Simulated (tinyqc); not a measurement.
## Hole mobility in a silicon inversion layer, empirical terms and Matthiessen rule: universality: two dopings at the same effective field

Inversion layer of sheet density Ns on a uniformly doped body. The mobility terms are empirical power laws with prefactors chosen for the exercise; adding their inverses (Matthiessen) is itself an approximation.

ni = sqrt(Nc Nv) exp(-Eg/(2 Vt)), Eg in volts; Ndep = sqrt(2 eps0 eps_r Nb (2 Vt ln(Nb/ni) + Vsb)/q); E = q (Ndep + eta Ns)/(eps0 eps_r), in MV/cm. With t = T/(300 K): muC = Ac (Ns/1e12 cm^-2) t/(Nb/1e17 cm^-3 + Nit/1e11 cm^-2), muP = Ap E^(-1/3) t^(-1.75), muS = As E^(-gs); 1/mu is the sum of the inverses. For each E, Ns is chosen to give that field on bodies with Nb = 2e16 and 1.8e17 cm^-3; the last column leaves out muC.

Values chosen for this exercise; material values close to those of silicon:
- T = 293 K (temperature)
- Eg = 1.13 eV (band gap)
- eps_r = 11.9 (relative permittivity of the semiconductor)
- Nc = 2.75e19 cm^-3 (conduction-band density of states at T)
- Nv = 2.51e19 cm^-3 (valence-band density of states at T)
- Vsb = 0.6 V (reverse body bias)
- eta = 0.3333 (weight of the inversion charge in the effective field)
- Ap = 123 cm^2/(V s) (phonon-limited mobility at 1 MV/cm and 300 K)
- As = 571 cm^2/(V s) (roughness-limited mobility at 1 MV/cm)
- gs = 1.3 (exponent of the roughness term)
- Ac = 2100 cm^2/(V s) (Coulomb prefactor)
- Nit = 1.1e12 cm^-2 (charge at the interface)

Constants: q = 1.602176634e-19 C, kB = 1.380649e-23 J/K, Vt = kB T/q, eps0 = 8.8541878128e-14 F/cm where lengths are in cm. Results are converted to the units shown.

Results:
```
E (MV/cm)	Ns, light body (cm^-2)	mu, light (cm^2/(V s))	Ns, heavy body (cm^-2)	mu, heavy (cm^2/(V s))	without muC (cm^2/(V s))
0.302	4.159e12	144.6	3.457e11	42.28	178.5
0.375	5.600e12	141.0	1.786e12	104.1	163.5
0.468	7.435e12	134.3	3.621e12	118.6	149.0
0.582	9.684e12	125.9	5.870e12	118.4	135.5
0.725	1.251e13	116.3	8.692e12	112.6	122.5
0.903	1.602e13	106.2	1.220e13	104.3	110.2
1.4	2.582e13	85.83	2.201e13	85.30	87.42
```

Estimate the missing row, E = 1.12 MV/cm.

Computed row:
```
E (MV/cm)	Ns, light body (cm^-2)	mu, light (cm^2/(V s))	Ns, heavy body (cm^-2)	mu, heavy (cm^2/(V s))	without muC (cm^2/(V s))
1.12	2.030e13	96.16	1.649e13	95.15	98.71
```

With this row back in the table: The heavily doped body has 0.292 of the mobility of the light one in the first row and 0.994 in the last; there they lie 2.4 % below and 1.8 % below the curve without Coulomb scattering, which depends on E alone. The heavy body leaves that curve at low E because its field comes mostly from depletion charge and few carriers screen.

Program tinyqc, `OMP_NUM_THREADS=1 python tinyqc.py 2510047 2510048 out.jsonl`; Intel Xeon 2.30GHz, shared host, one thread, about 0.01 s.
